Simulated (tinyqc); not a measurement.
Worked calculation: Hubbard chain of 2 sites. Computed by tinyqc, a small Python program that keeps every step. Settings: hopping = 1.03, U = 5.6, mixing = 1, iteration cap = 65. Command: `OMP_NUM_THREADS=1 python tinyqc.py 29961 29962 out.jsonl` (the two numbers bound the seeds that draw the settings). One thread of a shared host (Intel(R) Xeon(R) Processor @ 2.60GHz), about 0.2 s of CPU time with the checks. Later iterations appear only in the table of the cycle.

## Mean-field iteration 1

one-body matrix (hopping and site energies) (eV):
```
          1         2
1   0.00000  -1.03000
2  -1.03000   0.00000
```

U = 5.60000 eV

electrons, up and down: 1  1

mixing = 1

n(up) at the start (a guess, not normalised): 1 0.80000, 2 0.20000

n(down) at the start (a guess): 1 0.20000, 2 0.80000

H(up) = T + U n(down), H(down) = T + U n(up); fill the lowest levels; n(new) = n + mixing (n(out) - n); E = tr T (rho up + rho down) + U sum n_up n_down of the output.

levels, up (eV): 0.82939  4.77061

levels, down (eV): 0.82939  4.77061

energy = -0.31178 eV

n(up) after iteration 1: 1 0.92626, 2 0.07374

n(down) after iteration 1: 1 0.07374, 2 0.92626

## Mean-field iteration 2

As before.

levels, up (eV): 0.20018  5.39982

levels, down (eV): 0.20018  5.39982

energy = -0.37665 eV

n(up) after iteration 2: 1 0.95909, 2 0.04091

n(down) after iteration 2: 1 0.04091, 2 0.95909

## Mean-field iteration 3

As before.

levels, up (eV): 0.03046  5.56954

levels, down (eV): 0.03046  5.56954

energy = -0.37885 eV

n(up) after iteration 3: 1 0.96414, 2 0.03586

n(down) after iteration 3: 1 0.03586, 2 0.96414

## Convergence

Each step fills the lowest levels of T + U n(other spin) and sets n(new) = n + mixing (n(out) - n); stop when output and input agree to 1e-8.

Course of the cycle:
```
iteration      E (eV)  largest |n(out) - n(in)|  mean |n_up - n_down|
1          -0.3117756                  1.26e-01               0.85253
2          -0.3766465                  3.28e-02               0.91817
3          -0.3788470                  5.05e-03               0.92827
4          -0.3788920                  6.96e-04               0.92966
5          -0.3788928                  9.44e-05               0.92985
6          -0.3788929                  1.28e-05               0.92988
7          -0.3788929                  1.73e-06               0.92988
8          -0.3788929                  2.34e-07               0.92988
9          -0.3788929                  3.17e-08               0.92988
10         -0.3788929                  4.29e-09               0.92988
```

local moments n_up - n_down: 1 0.92988, 2 -0.92988

Converged in 10 iterations. Before convergence this energy mixes input and output and is not variational, so it may rise towards its limit.

## The many-body Hamiltonian

Basis: all placements (u, d, 2, 0 on each site), up operators ordered before down ones; hops carry the sign of the same-spin electrons passed.

H (eV), lower triangle:
```
          20        ud        du       02
20   5.60000
ud  -1.03000   0.00000
du  -1.03000   0.00000   0.00000
02   0.00000  -1.03000  -1.03000  5.60000
```

## Exact diagonalisation (4 states)

Lowest levels of the sector, and the double occupancy of the lowest state.

lowest levels (eV): -0.67615  0.00000  5.60000  6.27615

double occupancy per site = 0.04863

The mean-field solution above lies 0.2973 eV above the exact energy.
